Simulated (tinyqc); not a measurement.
Inside a calculation. Method: tight binding, kagome lattice. One step of it, computed by the program tinyqc.

Problem. Levels at k. Diagonalise the Hermitian matrix.

H(k) at k (eV):
```
                     A                    B                    C
A             0.000000  -2.898086+0.060907i  -1.222900+0.664011i
B  -2.898086-0.060907i             0.000000  -1.265989+0.707100i
C  -1.222900-0.664011i  -1.265989-0.707100i             0.000000
```

Give: eigenvalues; weights |c|^2 of the basis functions.

Solution.

eigenvalues (eV): -3.9267  1.0267  2.9000

weights |c|^2 of the basis functions:
```
   band 1  band 2  band 3
A  0.3938  0.1130  0.4932
B  0.3987  0.0951  0.5062
C  0.2075  0.7919  0.0006
```
